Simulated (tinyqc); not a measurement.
Size effects in the resistivity of thin metal films and interconnect lines: one step, computed by the program tinyqc. Command: `OMP_NUM_THREADS=1 python tinyqc.py 3031444 3031445 out.jsonl size walk`. One thread of a shared host (Intel(R) Xeon(R) Processor @ 2.30GHz), about 0.01 s of CPU time with the checks.

Electrons lose their drift at surfaces (a share 1 - p of the hits) and at grain boundaries (reflection R), besides bulk scattering. The line sits in a trench with a non-conducting liner on both walls and the bottom; the spacing equals the drawn width.

Task: Resistance and delay. Total: rho = rho_b [1 + surface excess + grain excess]; resistance per length rho/(w_m h_m); capacitance per length C = 2 k eps_0 (aspect ratio + 1/2), a parallel-plate estimate for two neighbours plus a fixed term for the planes above and below; delay 0.38 R C L^2; effective resistivity per drawn area.

Inputs (values chosen for the exercise, modelled on platinum):

| quantity | value | unit |
|---|---|---|
| bulk resistivity rho_b | 10.2 | microohm cm |
| aspect ratio (height over width) | 2.3 | - |
| line length | 16 | micrometre |
| permittivity of the dielectric k | 2.8 | - |

Geometry: line.

rho/rho_b from surfaces = 1.932901

rho/rho_b from grains = 4.202147

metal width w_m = 4.6 nm

metal height h_m = 17.78 nm

share of the trench filled by metal = 48.08004 %

Constants: eps_0 = 8.8541878128e-12 F/m.

Give: resistivity rho; resistance per length; capacitance per length; RC delay; effective resistivity per drawn area.

Result:

resistivity rho = 52.377 microohm cm

resistance per length = 6404.1 ohm/micrometre

capacitance per length = 0.13883 fF/micrometre

RC delay = 86.492 ps

effective resistivity per drawn area = 108.94 microohm cm

Of the factor 10.68 over bulk, scattering gives 5.14 and the liner 2.08; within scattering, grain boundaries outweigh surfaces (3.20 against 0.93, grains first).
